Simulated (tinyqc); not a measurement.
Hubbard chain of 2 sites, step by step. Computed by tinyqc, a small Python program that keeps every step. Settings: hopping = 0.59, U = 1.4, mixing = 0.2, iteration cap = 70. Command: `OMP_NUM_THREADS=1 python tinyqc.py 31609 31610 out.jsonl` (the two numbers bound the seeds that draw the settings). One thread of a shared host (Intel(R) Xeon(R) Processor @ 2.60GHz), about 0.1 s of CPU time with the checks.

one-body matrix (hopping and site energies) (eV):
```
          1         2
1  -0.96000  -0.59000
2  -0.59000   0.55000
```

U = 1.40000 eV

electrons, up and down: 1  1

n(up) at the start (a guess, not normalised): 1 0.80000, 2 0.20000

n(down) at the start (a guess): 1 0.20000, 2 0.80000

Each step fills the lowest levels of T + U n(other spin) and sets n(new) = n + mixing (n(out) - n); stop when output and input agree to 1e-8.

Course of the cycle:
```
iteration      E (eV)  largest |n(out) - n(in)|  mean |n_up - n_down|
1          -1.2264436                  5.47e-01               0.19995
2          -1.2532999                  4.14e-01               0.21008
3          -1.2718533                  3.13e-01               0.21422
4          -1.2840821                  2.38e-01               0.21348
5          -1.2919384                  1.82e-01               0.20912
6          -1.2969930                  1.42e-01               0.20234
7          -1.3003423                  1.12e-01               0.19408
8          -1.3026783                  9.06e-02               0.18503
9          -1.3044085                  7.48e-02               0.17566
10         -1.3057631                  6.30e-02               0.16630
11         -1.3068703                  5.40e-02               0.15713
...               ...                       ...                   ...
60         -1.3144263                  1.73e-03               0.00831
61         -1.3144285                  1.63e-03               0.00783
62         -1.3144305                  1.53e-03               0.00737
63         -1.3144323                  1.44e-03               0.00694
64         -1.3144338                  1.35e-03               0.00654
65         -1.3144352                  1.28e-03               0.00616
66         -1.3144364                  1.20e-03               0.00580
67         -1.3144375                  1.13e-03               0.00546
68         -1.3144385                  1.06e-03               0.00514
69         -1.3144394                  1.00e-03               0.00484
70         -1.3144401                  9.43e-04               0.00456
```

Can the last value be used, and what does the course show?

Not by the stop rule, although the second column moves by less than 1e-05 over the last three steps. Not converged within 70 iterations: the residual falls steadily but slowly, by a factor of about 0.94 a step. The lowest mean-field energy found from random starts is -1.31445 eV. Reruns (cap 100 unless said): mixing 0.5: converged in 100 (E = -1.31445); mixing 0.9: converged in 52 (E = -1.31445); the original settings with a cap of 400: converged in 261 (E = -1.31445).
